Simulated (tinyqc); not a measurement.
Input admittance of a MOSFET at zero drain bias: distributed channel and distributed gate: two steps of the calculation.

Source and drain grounded, strong inversion, w = 2 pi f, Cox = eps0 eox/tox. The channel is an RC line of resistance 1/(mu Cox Vo) per square fed from both ends, so one finger has the intrinsic admittance y = i w Cox L tanh(g)/g per width, g = (1/2) sqrt(i w tau), tau = L^2/(mu Vo). The vertical resistance rv/L is in series with y, the overlaps 2 i w Cov in parallel: y_t = 1/(1/y + rv/L) + 2 i w Cov. The gate strip is a line of Rsh/L per length loaded by y_t, so a finger has Y = y_t Wf tanh(k)/k, k = (Wf/sd) sqrt(y_t Rsh/L); the device has Nf Y.

Inputs (values chosen for the exercise); values of the order met in silicon radio-frequency transistors:
- eox = 3.9 (relative permittivity of the gate insulator (close to silicon dioxide))
- tox = 4.9 nm (insulator thickness)
- L = 0.14 um (channel length)
- Wf = 0.91 um (finger width)
- Nf = 1 (number of fingers)
- mu = 250 cm^2/(V s) (channel mobility)
- Vo = 0.54 V (gate overdrive)
- Rsh = 6.9 ohm/square (sheet resistance of the gate)
- rv = 0 ohm um^2 (vertical resistivity of the gate stack)
- sd = 1 (number of ends at which a finger is contacted)
- Cov = 0.33 fF/um (overlap and fringe capacitance on each side)
- f = 51 GHz (frequency)

Constants: eps0 = 8.8541878128e-14 F/cm where lengths are in cm. Results are converted to the units shown.

Problem 1. Admittance of the channel and stack per width. tau, g, c = Cox L, y and y_t as defined.

Give: tau; g; c; y; y_t.

Solution 1.

tau = 1.452 ps
g = 0.2412+0.2412i
c = 0.9866 fF/um
y = 12.2+315.6i uS/um
y_t = 12.2+527.1i uS/um

w tau = 0.465, and Im y is 0.998 of w c.

Problem 2. Input impedance of the device. k and Y as defined; Z = 1/(Nf Y) = R + 1/(i w C); Q = |Im Z|/R; signal at the point farthest from a contact |1/cosh k|.

y_t = 12.23028+527.07460i uS/um

Find: k; Nf Y; R; C; Q; signal at the far point.

Solution 2.

k = 0.1049+0.1025i
Nf Y = 0.0146+0.4794i mS
R = 63.30 ohm
C = 1.498 fF
Q = 32.92
signal at the far point = 0.9997

tinyqc, about 0.01 s, one thread, Intel Xeon 2.30GHz (shared host): `OMP_NUM_THREADS=1 python tinyqc.py 2262130 2262131 out.jsonl`
